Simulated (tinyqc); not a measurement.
Inside a calculation. Model: carrier lifetime from Shockley-Read-Hall, radiative, Auger and surface recombination. Computed by tinyqc, a small Python program that keeps every step. Command: `OMP_NUM_THREADS=1 python tinyqc.py 3025793 3025794 out.jsonl lifetime walk`. One thread of a shared host (Intel(R) Xeon(R) Processor @ 2.30GHz), about 0.02 s of CPU time with the checks. Intermediate numbers are printed to about 5 digits and carried at full precision; extremes and crossings named in words are read from the listed rows.

Energies are counted from the top of the valence band. Boltzmann statistics, full ionisation, and equal excess densities of electrons and holes.

Inputs (values chosen for the exercise, for a model semiconductor): gap E_g = 2.37 eV; electron mass m_e = 0.163 m_0; valleys M_c = 1; hole mass m_h = 0.829 m_0; temperature T = 400 K; doping N = 3.3e+16 cm^-3; trap level E_t = 1.15 eV; trap density N_t = 5e+12 cm^-3; electron cross-section sigma_n = 5.3e-15 cm^2; hole cross-section sigma_p = 1.6e-17 cm^2; radiative coefficient B = 1.2e-10 cm^3/s; Auger coefficient C_n = 1.7e-30 cm^6/s; Auger coefficient C_p = 2.8e-31 cm^6/s; excess density dn = 4.8e+14 cm^-3; generation rate G = 2.2e+20 cm^-3 s^-1; diffusion coefficient D = 5.8 cm^2/s; surface velocity S = 52000 cm/s; thickness W = 2.2 micrometre.

Doping: n-type. Surface term: two equal surfaces.

Constants: m_0 = 9.1093837015e-31 kg; k_B = 1.380649e-23 J/K; h = 6.62607015e-34 J s; k_B = 8.617333262e-05 eV/K.

## Equilibrium densities

N_c = 2 M_c (2 pi m_e k_B T/h^2)^(3/2) and N_v = 2 (2 pi m_h k_B T/h^2)^(3/2), masses in units of m_0. n_i = sqrt(N_c N_v) exp(-E_g/2 k_B T); majority density N/2 + sqrt(N^2/4 + n_i^2), minority density n_i^2 over it.

N_c = 2.5425e+18 cm^-3

N_v = 2.9162e+19 cm^-3

n_i = 10109 cm^-3

n_0 = 3.30e+16 cm^-3

p_0 = 3.0965e-09 cm^-3

## Capture times and SRH densities

v = sqrt(3 k_B T/m) with m_e or m_h; tau_n0 = 1/(sigma_n v_n N_t), tau_p0 = 1/(sigma_p v_p N_t); n1 = N_c exp(-(E_g - E_t)/k_B T), p1 = N_v exp(-E_t/k_B T).

v_n = 3.3404e+07 cm/s

v_p = 1.4812e+07 cm/s

tau_n0 = 1.1297e-06 s

tau_p0 = 8.4392e-04 s

n1 = 1081.3 cm^-3

p1 = 94504 cm^-3

n1 and p1 are both far below the doping: the level acts as a deep recombination centre.

## Surface lifetime

The slowest diffusion mode has x tan x = S W/(2 D) with 0 < x < pi/2 (bisection), and tau_s = W^2/(4 x^2 D). The common approximation is W/(2 S) + W^2/(pi^2 D).

x = 0.85598

tau_s = 2.8473e-09 s

approximate tau_s = 2.9609e-09 s

The approximation is off by 4.0 %. Surface and diffusion both limit.

## Lifetimes at the given injection

With n = n_0 + dn, p = p_0 + dn and U/dn = 1/tau: (n p - n_i^2)/dn = n_0 + p_0 + dn = s; 1/tau_SRH = s/[tau_p0 (n + n1) + tau_n0 (p + p1)]; 1/tau_rad = B s; 1/tau_Aug = (C_n n + C_p p) s; the rates add, with 1/tau_s. Radiative efficiency = tau_eff/tau_rad; effective diffusion length = sqrt(D tau_eff).

tau_SRH at dn = 8.4393e-04 s

tau_rad at dn = 2.4890e-07 s

tau_Aug at dn = 5.2355e-04 s

effective lifetime at dn = 2.8151e-09 s

radiative efficiency at dn = 0.011310

effective diffusion length at dn = 1.2778 micrometre

Surface recombination carries 99 % of the rate; dn/N = 0.015 is low injection.

## Steady state under generation

dn solves dn/tau_eff(dn) = G (60 bisections in ln dn between 1e-2 and 1e22 cm^-3); the splitting of the quasi-Fermi levels is k_B T ln(n p/n_i^2).

steady excess density = 6.1942e+11 cm^-3

lifetime in the steady state = 2.8155e-09 s

quasi-Fermi splitting under G = 1.6113 eV

The splitting, an upper bound for e V_oc, is 68 % of the gap.

## Lifetime against injection

Rows stop below half the smaller effective density of states.

Lifetimes (s):
```
dn (cm^-3)         SRH   radiative       Auger   effective  radiative efficiency  fastest channel
1.00e+10    8.4392e-04  2.5253e-07  5.4016e-04  2.8155e-09               0.01115          surface
1.00e+11    8.4392e-04  2.5252e-07  5.4016e-04  2.8155e-09               0.01115          surface
1.00e+12    8.4392e-04  2.5252e-07  5.4013e-04  2.8155e-09               0.01115          surface
1.00e+13    8.4392e-04  2.5245e-07  5.3981e-04  2.8155e-09               0.01115          surface
1.00e+14    8.4392e-04  2.5176e-07  5.3664e-04  2.8154e-09               0.01118          surface
1.00e+15    8.4395e-04  2.4510e-07  5.0640e-04  2.8146e-09               0.01148          surface
1.00e+16    8.4418e-04  1.9380e-07  3.0640e-04  2.8061e-09               0.01448          surface
1.00e+17    8.4477e-04  6.2657e-08  2.9590e-05  2.7233e-09               0.04346          surface
1.00e+18    8.4501e-04  8.0671e-09  4.7545e-07  2.0952e-09               0.25973          surface
```

tau_SRH goes from 8.44e-4 s at low injection (the minority capture time, 8.44e-4 s) to 8.45e-4 s in the last row; at high injection it tends to tau_n0 + tau_p0 = 8.45e-4 s. Ruling channel by row: surface from 1e10 cm^-3.

## Where in the gap a trap does harm

Low injection: tau = [tau_p0 (n_0 + n1) + tau_n0 (p_0 + p1)]/(n_0 + p_0). Depleted region (n = p = 0): generation lifetime tau_g = (tau_p0 n1 + tau_n0 p1)/n_i. n1 = N_c exp(-(E_g - E_t)/k_B T), p1 = N_v exp(-E_t/k_B T).

The same trap at other energies:
```
E_t (eV)  SRH lifetime (s)  generation lifetime (s)
0.142            0.0008601               5.2961e+07
0.356            0.0008439               1.0658e+05
0.592            0.0008439               1.1329e+02
0.830            0.0008439               1.1364e-01
1.066            0.0008439               1.2869e-04
1.185            0.0008439               2.5301e-04
1.304            0.0008439               7.8680e-03
1.541            0.0008439               7.6195e+00
1.778            0.0008439               7.3790e+03
2.014            0.0008460               6.9417e+06
2.228            0.0019006               3.4494e+09
```

The SRH lifetime (other channels left aside) stays within 10 % of its least value, among these rows, from E_t = 0.142 to 2.014 eV. The generation lifetime has a sharp minimum, among these rows at 1.066 eV and exactly at 1.113 eV, where tau_p0 n1 = tau_n0 p1, since generation needs two thermal jumps and the larger one rules.

Checks made by the program: n1 p1 = n_i^2 (relative difference below 1e-10); x tan x at the root (relative difference below 1e-10).
